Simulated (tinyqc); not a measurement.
## MOSFET in the linear regime without short-channel effects, parameter extraction from computed curves: extraction methods against the second mobility attenuation factor

Inversion charge Q = Cox n Vt W0(exp((Vg - VT)/(n Vt))), W0 the Lambert function and n = nf; u = Q/Cox; mobility mu = mu0/(1 + th1 u + th2 u^2); channel resistance Rch = (L - dL)/(W mu Q); Id = Vd/(Rch + Rsd/W). Cox = eps0 eox/tox. Small Vd, no channel-length or drain effects.

From the continuous curve Id(Vg): tangent at peak gm (V_ext = Vg - Id/gm); constant current Id = 0.1 uA W/L; peak of d2Id/dVg2; Y = Id/sqrt(gm) drawn through Vg = VT + 0.6 and VT + 0.8 V, with intercept VT_Y and slope s. Mobilities gm,max L/(W Cox Vd) and s^2 L/(W Cox Vd) with the drawn L. Last column: share of Rsd/W in the total resistance at VT + 0.8 V.

Inputs (values chosen for the exercise); channel values of the order met in silicon transistors: temperature T = 300 K; relative permittivity of the gate insulator (close to silicon dioxide) eox = 3.9; insulator thickness tox = 4.1 nm; low-field mobility mu0 = 160 cm^2/(V s); first mobility attenuation factor th1 = 0.57 1/V; threshold voltage VT = 0.46 V; body factor nf = 1.47; gate width W = 1 um; drawn gate length L = 1.1 um; drawn less effective length dL = 0.013 um; source plus drain resistance Rsd = 190 ohm um; drain voltage Vd = 0.01 V.

Constants: q = 1.602176634e-19 C, kB = 1.380649e-23 J/K, Vt = kB T/q, eps0 = 8.8541878128e-14 F/cm where lengths are in cm. Results are converted to the units shown.

Extraction methods against the second mobility attenuation factor:
columns A: th2 (1/V^2); B: V_ext (V); C: constant current (V); D: second derivative (V); E: VT_Y (V); F: mobility from gm (cm^2/(V s)); G: mobility from Y (cm^2/(V s)); H: series share (%)
```
A         B      C      D      E    F    G     H
0     0.458  0.563  0.448  0.506  109  143  1.15
0.06  0.457  0.563  0.448  0.520  109  153  1.13
0.12  0.457  0.563  0.448  0.534  108  164  1.11
0.18  0.456  0.563  0.448  0.548  108  176  1.09
0.24  0.455  0.564  0.448  0.562  107  189  1.07
0.3   0.455  0.564  0.448  0.576  107  203  1.05
0.36  0.454  0.564  0.448  0.590  106  219  1.03
```

What does the table show?

The model has VT = 0.46 V and mu0 = 160 cm^2/(V s). Over the table the extracted thresholds move by 3.7 mV (tangent), under 0.5 mV (constant current), under 0.5 mV (second derivative), 84 mV (Y function). The mobility from gm falls from 109 to 106 and that from Y rises from 143 to 219 cm^2/(V s).

Computed by the program tinyqc: `OMP_NUM_THREADS=1 python tinyqc.py 2210137 2210138 out.jsonl`, one thread of a shared Intel Xeon 2.30GHz, about 0.01 s for the whole run.
